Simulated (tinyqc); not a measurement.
Changing the density rho_2: thermal boundary conductance by the acoustic and diffuse mismatch models. Computed by tinyqc, a small Python program. Command: `OMP_NUM_THREADS=1 python tinyqc.py 3030755 3030756 out.jsonl kapitza sweep`. One thread of a shared host (Intel(R) Xeon(R) Processor @ 2.30GHz), about 0.01 s of CPU time with the checks.

Each side has one longitudinal and two transverse Debye branches, omega = v q up to q_D = (6 pi^2 n)^(1/3), with n counting all atoms. Scattering at the interface is elastic. Electrons are left out of G, also for metals. Melting is ignored. G refers to the temperatures of the phonons sent towards the interface. Linear branches over all atoms overstate G at high T, most for crystals with several atoms a cell.

Inputs (values chosen for the exercise, modelled on aluminium (side 1) and gallium nitride (side 2)):
```
quantity                    value     unit
density rho_1                2.66   g/cm^3
longitudinal velocity vL_1   6130      m/s
transverse velocity vT_1     3070      m/s
atom density n_1             61.5   1/nm^3
longitudinal velocity vL_2   7970      m/s
transverse velocity vT_2     4290      m/s
atom density n_2             88.5   1/nm^3
conductivity kappa_2          202  W/(m K)
temperature T                 300        K
```

Structure: superlattice.

Constants: hbar = 1.054571817e-34 J s; k_B = 1.380649e-23 J/K.

Method:
- omega_c = v q_D for each branch, given as hbar omega_c/k_B; impedance Z = rho v.
- No mode conversion. t(theta) = 4 Z_1 Z_2 cos(theta_1) cos(theta_2)/N^2, with N = Z_2 cos(theta_1) + Z_1 cos(theta_2) for L (the form for pressure waves) and N = Z_1 cos(theta_1) + Z_2 cos(theta_2) for both T branches (the form for shear waves polarised along the interface); sin(theta_2) = (v_2/v_1) sin(theta_1), and t = 0 beyond the critical angle arcsin(v_1/v_2); the mean over the incoming flux is alpha = 2 int t sin(theta_1) cos(theta_1) d theta_1 (64 Gauss-Legendre points).
- G = (k_B^4 T^3/(8 pi^2 hbar^3)) int W(x) x^4 e^x/(e^x - 1)^2 dx, x = hbar omega/(k_B T). Acoustic mismatch: W = sum over the three branches of alpha(1 to 2)/v_1^2, each up to the lower of its two cut-offs. Diffuse mismatch: W = S_1 S_2/(S_1 + S_2), where S_i sums 1/v^2 over the branches of side i still below their cut-off. Radiation limit: W = min(S_1, S_2). The integral is split at the four cut-offs (64 Gauss-Legendre points a piece, x at most 45).
- Boundary resistance R = 1/G and Kapitza length kappa_2/G use the diffuse value.

One run for each value; columns: (1) density rho_2 (g/cm^3); (2) G, acoustic mismatch (MW/(m^2 K)); (3) G, diffuse mismatch (MW/(m^2 K)); (4) G, radiation limit (MW/(m^2 K)):
```
(1)      (2)     (3)     (4)
0.5    766.0  955.02  1366.4
0.8    957.4  955.02  1366.4
1.3   1104.6  955.02  1366.4
2.1   1152.4  955.02  1366.4
3.3   1092.3  955.02  1366.4
5.3    941.5  955.02  1366.4
8.5    748.0  955.02  1366.4
14.0   546.0  955.02  1366.4
22.0   391.1  955.02  1366.4
```

Over the rows, G, acoustic mismatch (MW/(m^2 K)) goes from 766 through a maximum among these rows, 1150 at 2.10, to 391; G, diffuse mismatch (MW/(m^2 K)) does not change; G, radiation limit (MW/(m^2 K)) does not change. The exponent of G, diffuse mismatch stays at 0: the diffuse model does not use the densities. The longitudinal impedances match at rho_2 = 2.05 and the transverse ones at 1.90 g/cm^3; the acoustic model is largest among these rows at 2.10, while the other two do not use the densities.

Caution (all rows): at this temperature short waves carry the heat; linear branches up to q_D overstate their velocity, and inelastic processes, left out here, grow with T.

Extremes, crossings and ranges named in words are read from the listed rows.
